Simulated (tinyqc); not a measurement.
## Depth and level of a trap from the time ratio

Question. For an oxide trap tc/te = exp(E/Vt) with E = E0 - dpsi - (xt/tox)(Vg - VT - dpsi), dpsi being the rise of the surface potential above its value at threshold. Find xt and E0, and the depth that would be read if dpsi were ignored.

Values chosen for this exercise: temperature T = 350 K; insulator thickness tox = 8.1 nm.

Constants: q = 1.602176634e-19 C, kB = 1.380649e-23 J/K, Vt = kB T/q. Results are converted to the units shown.

Vg - VT (V): 0.28  0.43
tc/te: 2.5679213  0.17294434
dpsi (V): 0.065756133  0.080169889

Answer. E + dpsi is a straight line in the oxide voltage Vg - VT - dpsi with slope -xt/tox and intercept E0. Ignoring dpsi assigns the motion of the bands to the trap and overstates its depth.

xt = 4.000 nm
E0 = 0.2000 eV
depth read without dpsi = 4.394 nm

Computed by the program tinyqc: `OMP_NUM_THREADS=1 python tinyqc.py 2710063 2710064 out.jsonl`, one thread of a shared Intel Xeon 2.30GHz, about 0.01 s for the whole run.
